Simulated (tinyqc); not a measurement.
Single-junction solar cell, detailed-balance limit: two steps of the calculation.

Every photon above the gap Eg makes one pair and none below is absorbed; carriers thermalise at T and move without loss. Jsc = q fs X Phi(Eg, Ts); the dark current is J0 = q ge Phi(Eg, T)/ERE with the Boltzmann factor exp(V/Vt). The efficiency is the electrical power over fs X sigma Ts^4.

Inputs (values chosen for the exercise):
- T = 300 K (cell temperature)
- Ts = 7000 K (temperature of the black-body sun)
- fs = 2.16e-5 (share of the hemisphere filled by the sun)
- X = 1000 (concentration)
- ERE = 0.1 (external radiative efficiency)
- ge = 2 (number of faces that emit)
- Eg = 2.17 eV (band gap)

Constants: q = 1.602176634e-19 C, kB = 1.380649e-23 J/K, h = 6.62607015e-34 J s, c = 299792458 m/s. Results are converted to the units shown.

Problem 1. Photocurrent, dark current and incident power. Photon flux above E from a black body at temperature T into a hemisphere: Phi(E, T) = A sum_k exp(-k E/th)[E^2 th/k + 2 E th^2/k^2 + 2 th^3/k^3], k = 1, 2, ..., with th = kB T/q in eV and A = 2 pi q^3/(h^3 c^2). Jsc = q fs X Phi(Eg, Ts), J0 = q ge Phi(Eg, T)/ERE. Pin = fs X sigma Ts^4, sigma = 2 pi^5 kB^4/(15 h^3 c^2).

Find: Jsc; J0; Pin.

Solution 1.

Jsc = 46013 mA/cm^2
J0 = 1.3868e-29 mA/cm^2
Pin = 2.9407e5 mW/cm^2

Problem 2. Maximum power point by substitution. v = Vmp/Vt solves (1 + v) exp(v) = 1 + Jsc/J0; v(new) = ln[(1 + Jsc/J0)/(1 + v)].

v after iteration 1 = 77.184663
Jsc = 46012.963 mA/cm^2
J0 = 1.3867778e-29 mA/cm^2

Find: v after iteration 2.

Solution 2.

v after iteration 2 = 72.826

Program tinyqc, `OMP_NUM_THREADS=1 python tinyqc.py 2820127 2820128 out.jsonl`; Intel Xeon 2.30GHz, shared host, one thread, about 0.01 s.
